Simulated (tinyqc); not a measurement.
Nanosheet or nanowire with hard walls, valleys of the Si type: sweeps and comparisons. A value that a table varies takes the place of the one given here.

Six ellipsoidal valleys along the cube axes: inverse mass tensor w = 1/mt + (1/ml - 1/mt) a a^T with a the unit axis. Device axes: x along the channel, z = [001], y = z x x.

Hard walls around a W x H rectangle. The block w_c of w in (y, z) confines; the transport mass follows from 1/m_x = w_xx - w_xc w_c^-1 w_cx. The cross-section problem c (w_yy ky^2 + 2 w_yz ky kz + w_zz kz^2), c = hbar^2/2m0, is solved in products sin(n pi y/W) sin(l pi z/H), n, l = 1 to 12; if w_yz = 0 the levels are c pi^2 (w_yy n^2/W^2 + w_zz l^2/H^2). The w_yz term couples (n, l) to (n', l') by -2 c w_yz D_nn'(W) D_ll'(H) with D_nm(L) = 4 n m/(L (n^2 - m^2)) for n + m odd and 0 otherwise.

Without degeneracy the line density is N1 exp((EF - Ec)/kB T) with N1 = sum 2 g sqrt(m_x kB T/(4 pi c)) exp(-E/kB T), here over n, l up to 80 where w_yz = 0 and over all levels of a 12 x 12 sine basis otherwise; the classical value is W H Nc with Nc = 2 g_all (m_dos kB T/(4 pi c))^(3/2), m_dos = (ml mt^2)^(1/3); dVt = kB T ln(W H Nc/N1).

Constants: hbar^2/2m0 = 3.80998211 eV angstrom^2; kB = 8.617333262e-05 eV/K.

Parameters, chosen for this exercise (near those of Si; shifted at random, so the results belong to these values and not to a real crystal): ml = 0.917 m0 (longitudinal mass); mt = 0.19 m0 (transverse mass); T = 350 K (temperature); g_all = 6 (number of valleys); channel = 100 (transport direction x on a (001) wafer); H = 42 angstrom (height, along z = [001]); Ws = (30, 40, 60, 90, 140, 220, 350) angstrom (widths); W = 65 angstrom (width, along y).

## From wire to sheet

Valleys:
```
group  valleys g     w_yy     w_zz   |w_yz|  m_x (m0)
A              2  5.26316  1.09051  0.00000   0.19000
B              2  1.09051  5.26316  0.00000   0.19000
C              2  5.26316  5.26316  0.00000   0.91700
```

Lowest level of each group (groups ordered by w_zz, then w_yy) and dVt against the width.

Results:
```
W (angstrom)  A1 (eV)  B1 (eV)  C1 (eV)  dVt (mV)
30             0.2431   0.1578   0.3321     155.2
40             0.1469   0.1378   0.2359     125.7
60             0.0782   0.1236   0.1672      86.2
90             0.0477   0.1173   0.1366      68.0
140            0.0333   0.1143   0.1223      59.3
220            0.0273   0.1130   0.1163      54.7
350            0.0249   0.1125   0.1138      52.0
```

dVt falls from 155 to 52 mV. The lowest group changes from B to A between W = 40 and 60 angstrom (H = 42). At the widest W the lowest level is 0.0249 eV; the film limit c pi^2 w_zz/H^2 of that group is 0.0232 eV.

## Channel direction

The same rectangle along [100] and [110]; groups ordered by w_zz, then w_yy.

Lowest level of each group:
```
channel, group  valleys g   w_yy   w_zz  |w_yz|  m_x (m0)  E (eV)
[100] A                 2  5.263  1.091   0.000     0.190  0.0701
[100] B                 2  1.091  5.263   0.000     0.190  0.1219
[100] C                 2  5.263  5.263   0.000     0.917  0.1590
[110] A                 2  5.263  1.091   0.000     0.190  0.0701
[110] B                 4  3.177  5.263   0.000     0.553  0.1405
```

The lowest subband has m_x = 0.190 m0 and 2 valleys along [100], and 0.190 m0 and 2 valleys along [110]; its edge lies at 0.0701 and 0.0701 eV. These valleys have their axis along z, so turning the channel in the wafer plane leaves them alone; only the higher groups change.

## What each parameter does

E1 and E2 are the two lowest subband edges over all groups. Each row changes one parameter from the base and keeps the others.

Results:
```
case             E1 (eV)  E2 - E1 (meV)  m_x of lowest (m0)  dVt (mV)
base              0.0701           51.8               0.190      81.2
W = 55 angstrom   0.0887           37.1               0.190      92.7
H = 50 angstrom   0.0632           25.6               0.190      68.9
T = 400 K         0.0701           51.8               0.190      83.5
ml = 1.009 m0     0.0680           53.0               0.190      80.1
mt = 0.209 m0     0.0658           45.9               0.209      76.4
```

The largest shifts from the base row, up to three for each result and ties (the steps differ in size, so this ranks the rows, not the parameters). E1 (eV): W +0.0186, H -0.0068, mt -0.0043; unchanged at the printed digits by T. E2 - E1 (meV): H -26.2, W -14.7, mt -5.9; unchanged at the printed digits by T. m_x of lowest (m0): mt +0.019; unchanged at the printed digits by W, H, T and ml. dVt (mV): H -12.3, W +11.5, mt -4.8.

Computed by tinyqc, a small Python program: `OMP_NUM_THREADS=1 python tinyqc.py 1250548 1250549 out.jsonl` (the numbers bound the seed that draws the inputs); one thread of a shared host (Intel(R) Xeon(R) Processor @ 2.30GHz), about 0.03 s for the whole set of steps.
